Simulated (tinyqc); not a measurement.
Random telegraph noise from one oxide trap in a small MOSFET: two steps of the calculation.

An acceptor-like trap exchanges electrons with the channel. Inversion charge Q = Cox u, u = n Vt W0(exp((Vg - VT)/(n Vt))), W0 the Lambert function, n = nf, Cox = eps0 eox/tox; linear regime Id = (W/L) mu Q Vd. Relative to threshold the surface potential rises by Vt ln(u/u0) and the oxide voltage by the rest of Vg - VT, with u0 = n Vt W0(1).

Parameters, values chosen for the exercise; values of the order met in silicon transistors:
```
symbol  value        unit                                                                 meaning
T         200           K                                                             temperature
eox       3.9              relative permittivity of the gate insulator (close to silicon dioxide)
tox       1.3          nm                                                     insulator thickness
xt       0.36          nm                            depth of the trap from the channel interface
E0       0.31          eV                   trap level above the channel Fermi level at threshold
s0      2e-15        cm^2                                                       capture prefactor
EB       0.42          eV                                    capture barrier (lattice relaxation)
lt       0.12          nm                                                 tunnelling decay length
vth     2.1e7        cm/s                                                        thermal velocity
zi        2.6          nm                                        thickness of the inversion layer
VT       0.42           V                                                       threshold voltage
nf       1.13                                                                         body factor
W         180          nm                                                              gate width
L          51          nm                                                             gate length
mu        220  cm^2/(V s)                                                                mobility
asc         0         V s                              scattering coefficient of the charged trap
Vd        0.1           V                                                           drain voltage
Vg       1.29           V                                                            gate voltage
```

Constants: q = 1.602176634e-19 C, kB = 1.380649e-23 J/K, Vt = kB T/q, eps0 = 8.8541878128e-14 F/cm where lengths are in cm. Results are converted to the units shown.

Task 1. Trap level, time constants and occupancy. N = Cox u/q; dpsi = Vt ln(u/u0); E = E0 - dpsi - (xt/tox)(Vg - VT - dpsi); capture time tc = 1/[(N/zi) vth s0 exp(-xt/lt - EB/Vt)]; emission time te = tc exp(-E/Vt); occupancy te/(tc + te).

Give: u; N; dpsi; E; tc; te; occupancy.

Result 1.

u = 0.79770 V
N = 1.3225e13 cm^-2
dpsi = 0.073760 V
E = 0.015743 eV
tc = 0.36037 s
te = 0.14456 s
occupancy = 0.28629

The trap lies 0.91 Vt above the Fermi level, so it is filled 28.6 % of the time.

Task 2. Step height. A = W L; threshold step dV = q (1 - xt/tox)/(Cox A); gm/Id = 1/(u + n Vt); relative step dI/I = (gm/Id) dV + asc mu/A. Id as defined.

u = 0.79769671 V
N = 1.3225052e13 cm^-2

Wanted: electrons in the channel N A; dV; gm/Id; number part of dI/I; dI/I; Id; dI.

Result 2.

electrons in the channel N A = 1214.1
dV = 0.47510 mV
gm/Id = 1.2237 1/V
number part of dI/I = 0.058139 %
dI/I = 0.058139 %
Id = 164.53 uA
dI = 95.654 nA

Range of the model: VT is taken as given; short-channel effects and the uneven flow of current among few electrons are left out.

Numbers from tinyqc (`OMP_NUM_THREADS=1 python tinyqc.py 2710105 2710106 out.jsonl`; about 0.01 s on one thread of a shared Intel Xeon 2.30GHz).
